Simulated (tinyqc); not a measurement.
Photoconductance decay in a wafer: bulk and surface recombination modes, and iron detection by pair splitting. Changing the thickness W. Computed by tinyqc, a small Python program. Command: `OMP_NUM_THREADS=1 python tinyqc.py 3113076 3113077 out.jsonl pcd sweep`. One thread of a shared host (Intel(R) Xeon(R) Processor @ 2.30GHz), about 0.03 s of CPU time with the checks.

Both faces of the wafer have the same S; injection is low and all coefficients are constant. x runs from -W/2 to W/2.

Inputs (values chosen for the exercise, modelled on p-type silicon): diffusivity D = 31.5 cm^2/s; bulk lifetime tau_b without iron = 1300 microsecond; surface recombination velocity S = 220 cm/s.

Method. Even modes cos(a x) obey b tan b = S W/(2 D) with b = a W/2, odd modes sin(a x) obey -b cot b = S W/(2 D); each decays at the rate 1/tau_b + D a^2. tau_eff is the decay time of the first mode. The surface time is 1/(D a^2) of that mode; shortcuts for it are W/(2 S), W^2/(pi^2 D) and their sum, whose error is sum/surface time - 1.

One run for each value:

| thickness W (micrometre) | tau_eff (microsecond) | surface time (microsecond) | tau_eff/tau_b |
|---|---|---|---|
| 20 | 4.54 | 4.56 | 0.00349 |
| 36 | 8.16 | 8.22 | 0.00628 |
| 63 | 14.27 | 14.42 | 0.01097 |
| 110 | 24.84 | 25.32 | 0.01911 |
| 200 | 44.91 | 46.52 | 0.03455 |
| 360 | 80.03 | 85.27 | 0.06156 |
| 630 | 137.55 | 153.83 | 0.10581 |
| 1100 | 232.24 | 282.76 | 0.17865 |
| 2000 | 393.62 | 564.56 | 0.30278 |

What does the table show, and why?

Over the rows, tau_eff (microsecond) rises from 4.54 to 394 (exponent d ln y / d ln x 1.00 between the first rows and 0.88 between the last); surface time (microsecond) rises from 4.56 to 565 (exponent d ln y / d ln x 1.0 between the first rows and 1.2 between the last); tau_eff/tau_b rises from 0.00349 to 0.303 (exponent d ln y / d ln x 1.00 between the first rows and 0.88 between the last). At the low end the exponent of surface time is 1.00, close to 1: slow surfaces, W/(2 S). Plotting 1/tau_eff against 1/W separates bulk and surface while W/(2 S) is the larger part of the surface time.
